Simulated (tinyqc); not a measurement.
CMOS latch-up, two-transistor model: two steps of the calculation.

A parasitic pnp (emitter at Vdd, base shunted by Rw) and npn (emitter at ground, base shunted by Rs) feed each other: the npn collector current flows out of the pnp base node, the pnp collector current into the npn base node. Forward-active transistors with constant gains: Icn = Isn exp(Vn/Vt), Icp = Isp (exp(Vp/Vt) - 1). A current Ii is injected into the npn base node.

Values chosen for this exercise; values close to those of bulk CMOS:
- T = 325 K (temperature)
- bn = 6.8 (current gain of the npn)
- bp = 5.3 (current gain of the pnp)
- Isn = 1.4e-13 A (saturation current of the npn at T)
- Isp = 1.1e-13 A (saturation current of the pnp at T)
- Rs = 360 ohm (substrate resistance shunting the npn)
- Rw = 630 ohm (well resistance shunting the pnp)
- Ii = 1.25 mA (current injected into the substrate)

Constants: q = 1.602176634e-19 C, kB = 1.380649e-23 J/K, Vt = kB T/q. Results are converted to the units shown.

Problem 1. The off branch. Node equations: Vp/Rw + Icp/bp = Icn and Vn/Rs + Icn/bn = Icp + Ii. Loop gain G = gn gp/[(1/Rw + gp/bp)(1/Rs + gn/bn)], gn = Icn/Vt, gp = (Icp + Isp)/Vt; the off state ends where G = 1, and Ii there is the trigger current. For each Vn: Icn, then Vp from the first equation, then Ii from the second.

| point | Vn (V) |
|---|---|
| 0 | 0.43 |
| 1 | 0.51 |
| 2 | 0.56 |
| 3 | 0.59 |
| 4 | 0.61 |
| 5 | 0.63 |
| 6 | 0.645 |
| 7 | 0.66 |

Wanted: Icn; Vp; Icp; Ii; G.

Solution 1.

| point | Icn (mA) | Vp (V) | Icp (mA) | Ii (mA) | G |
|---|---|---|---|---|---|
| 0 | 6.518e-4 | 4.107e-4 | 1.625e-12 | 1.195 | 2.101e-11 |
| 1 | 0.01134 | 0.007146 | 3.197e-11 | 1.418 | 4.558e-10 |
| 2 | 0.06762 | 0.04260 | 3.935e-10 | 1.565 | 8.728e-9 |
| 3 | 0.1974 | 0.1243 | 9.212e-9 | 1.668 | 3.874e-7 |
| 4 | 0.4031 | 0.2539 | 9.535e-7 | 1.754 | 6.308e-5 |
| 5 | 0.8233 | 0.5173 | 0.01156 | 1.860 | 1.026 |
| 6 | 1.407 | 0.6602 | 1.901 | 0.09784 | 23.30 |
| 7 | 2.403 | 0.6962 | 6.879 | -4.692 | 28.56 |

Ii peaks at 1.860 mA, at Vn = 0.6300 V where G = 1; beyond it the loop feeds itself.

Problem 2. Response to the injected current, once round the loop per iteration. Icn = Isn exp(Vn/Vt); Vp solves Vp/Rw + Icp/bp = Icn; Vn(new) solves Vn/Rs + (Isn/bn) exp(Vn/Vt) = Icp + Ii.

Vn at the start = 0.48 V

Give: Icn; Vp; Icp; Vn after iteration 1.

Solution 2.

Icn = 0.003886 mA
Vp = 0.002448 V
Icp = 1.005e-11 mA
Vn after iteration 1 = 0.4499 V

Numbers from tinyqc (`OMP_NUM_THREADS=1 python tinyqc.py 2670069 2670070 out.jsonl`; about 0.04 s on one thread of a shared Intel Xeon 2.30GHz).
